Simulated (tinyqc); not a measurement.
Domain walls in a thin film with perpendicular anisotropy: Bloch, Neel and chiral walls, motion and stripe domains: one step, computed by the program tinyqc.

One-dimensional wall: polar angle theta(x), azimuth phi of the moment in the wall (phi = 0 Neel, 90 degrees Bloch). mu_0 = 1.25663706212e-6 T m/A, gamma = 1.76085963023e11 rad/(s T).

Problem. Stripe domains. Dipolar length l = sigma/(mu_0 M_s^2); for t much smaller than the period the domain width is w = 0.955 t exp(pi l/t) (Kaplan and Gehring), given as log10 of w in nm.

Inputs (values chosen for the exercise, for a model film): saturation magnetisation M_s = 1060 kA/m; thickness t = 0.83 nm.

wall energy sigma = 5.279454 mJ/m^2

Give: dipolar length l; log10 of the domain width in nm.

Solution.

dipolar length l = 3.7391 nm

log10 of the domain width in nm = 6.0455

Domains would exceed a millimetre: any device is a single domain in equilibrium.
